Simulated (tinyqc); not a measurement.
Band gaps under pressure and temperature from deformation potentials: one step. Pressures at which the valleys cross. Five cases, with inputs chosen for the exercise.

Task: Two gaps meet at ln(V/V0) = -(E_i - E_j)/(a_i - a_j), with the gaps at T and P = 0; then P = (B0/Bp)(exp(-Bp ln(V/V0)) - 1). A dash marks expansion or a compression beyond ln(V/V0) = -0.3.

Murnaghan: V/V0 = (1 + Bp P/B0)^(-1/Bp), B0 = (C11 + 2 C12)/3. Each gap moves by a ln(V/V0) with its volume potential a, and falls with temperature by aV T^2/(T + bV) (Varshni); the two effects are added. No change of phase is considered.

Case 1.

Values chosen (near those of Ge, the X and L potentials typical of such crystals; shifted at random, so the results belong to these values and not to a real crystal): Eg = 0.908 eV (gap at Gamma to the s-like level at 0 K, 0 GPa); EgX = 0.925 eV (gap to X at 0 K, 0 GPa); EgL = 0.734 eV (gap to L at 0 K, 0 GPa); C11 = 127.5 GPa; C12 = 48.1 GPa; Bp = 4.46 (pressure derivative of the bulk modulus); aG = -9.64 eV (volume potential of the Gamma gap); aX = 2.07 eV (volume potential of the X gap); aL = -2.8 eV (volume potential of the L gap); aV = (0.575, 0.486, 0.456) meV/K (Varshni alpha of Gamma, X, L); bV = (280, 228, 246) K (Varshni beta of Gamma, X, L); T = 500 K (temperature).

Case 2.

Values chosen (near those of GaAs, the X and L potentials typical of such crystals; shifted at random, so the results belong to these values and not to a real crystal): Eg = 1.499 eV (gap at Gamma to the s-like level at 0 K, 0 GPa); EgX = 1.985 eV (gap to X at 0 K, 0 GPa); EgL = 1.786 eV (gap to L at 0 K, 0 GPa); C11 = 122.4 GPa; C12 = 55.5 GPa; Bp = 4.93 (pressure derivative of the bulk modulus); aG = -8.21 eV (volume potential of the Gamma gap); aX = 1.07 eV (volume potential of the X gap); aL = -4.01 eV (volume potential of the L gap); aV = (0.54, 0.451, 0.575) meV/K (Varshni alpha of Gamma, X, L); bV = (188, 198, 219) K (Varshni beta of Gamma, X, L); T = 500 K (temperature).

Case 3.

Values chosen (near those of InP, the X and L potentials typical of such crystals; shifted at random, so the results belong to these values and not to a real crystal): Eg = 1.439 eV (gap at Gamma to the s-like level at 0 K, 0 GPa); EgX = 2.355 eV (gap to X at 0 K, 0 GPa); EgL = 2.027 eV (gap to L at 0 K, 0 GPa); C11 = 100.1 GPa; C12 = 57.1 GPa; Bp = 4.87 (pressure derivative of the bulk modulus); aG = -6.5 eV (volume potential of the Gamma gap); aX = 1.33 eV (volume potential of the X gap); aL = -3 eV (volume potential of the L gap); aV = (0.369, 0.46, 0.357) meV/K (Varshni alpha of Gamma, X, L); bV = (173, 185, 160) K (Varshni beta of Gamma, X, L); T = 200 K (temperature).

Case 4.

Values chosen (near those of InAs, the X and L potentials typical of such crystals; shifted at random, so the results belong to these values and not to a real crystal): Eg = 0.419 eV (gap at Gamma to the s-like level at 0 K, 0 GPa); EgX = 1.457 eV (gap to X at 0 K, 0 GPa); EgL = 1.148 eV (gap to L at 0 K, 0 GPa); C11 = 84 GPa; C12 = 45.4 GPa; Bp = 4.36 (pressure derivative of the bulk modulus); aG = -6.11 eV (volume potential of the Gamma gap); aX = 1.03 eV (volume potential of the X gap); aL = -4.39 eV (volume potential of the L gap); aV = (0.267, 0.279, 0.288) meV/K (Varshni alpha of Gamma, X, L); bV = (95, 88, 94) K (Varshni beta of Gamma, X, L); T = 300 K (temperature).

Case 5.

Values chosen (near those of Ge, the X and L potentials typical of such crystals; shifted at random, so the results belong to these values and not to a real crystal): Eg = 0.886 eV (gap at Gamma to the s-like level at 0 K, 0 GPa); EgX = 0.941 eV (gap to X at 0 K, 0 GPa); EgL = 0.744 eV (gap to L at 0 K, 0 GPa); C11 = 130.1 GPa; C12 = 48.9 GPa; Bp = 4.87 (pressure derivative of the bulk modulus); aG = -9.44 eV (volume potential of the Gamma gap); aX = 1.87 eV (volume potential of the X gap); aL = -3.4 eV (volume potential of the L gap); aV = (0.604, 0.499, 0.5) meV/K (Varshni alpha of Gamma, X, L); bV = (298, 253, 252) K (Varshni beta of Gamma, X, L); T = 0 K (temperature).

Give: Crossings.

Result:

Case 1.

Crossings:
```
pair     E_i - E_j (eV)  ln(V/V0)  P (GPa)
Gamma-X         -0.0344   -0.0029     0.22
Gamma-L          0.1425    0.0208        -
L-X             -0.1769   -0.0363     2.94
```

The lowest valley changes at 2.94 GPa (L to X).

Case 2.

Crossings:
```
pair     E_i - E_j (eV)  ln(V/V0)  P (GPa)
Gamma-X         -0.5207   -0.0561     5.03
Gamma-L         -0.2833   -0.0675     6.23
L-X             -0.2374   -0.0467     4.09
```

The lowest valley changes at 5.03 GPa (Gamma to X).

Case 3.

Crossings:
```
pair     E_i - E_j (eV)  ln(V/V0)  P (GPa)
Gamma-X         -0.9078   -0.1159    11.13
Gamma-L         -0.5879   -0.1680    18.57
L-X             -0.3199   -0.0739     6.35
```

The lowest valley changes at 11.13 GPa (Gamma to X). The real crystal changes phase near 10 GPa, so a crossing above that is not reached.

Case 4.

Crossings:
```
pair     E_i - E_j (eV)  ln(V/V0)  P (GPa)
Gamma-X         -1.0341   -0.1448    11.77
Gamma-L         -0.7240   -0.4210        -
L-X             -0.3101   -0.0572     3.79
```

The lowest valley changes at 11.77 GPa (Gamma to X). The real crystal changes phase near 7 GPa, so a crossing above that is not reached.

Case 5.

Crossings:
```
pair     E_i - E_j (eV)  ln(V/V0)  P (GPa)
Gamma-X         -0.0550   -0.0049     0.37
Gamma-L          0.1420    0.0235        -
L-X             -0.1970   -0.0374     3.11
```

The lowest valley changes at 3.11 GPa (L to X).

Computed by tinyqc, one run a case: `OMP_NUM_THREADS=1 python tinyqc.py N N+1 out.jsonl` with N = 1051277, 1051408, 1080144, 1080197, 1080235; one thread of a shared Intel(R) Xeon(R) Processor @ 2.30GHz, about 0.01 s a run at most.
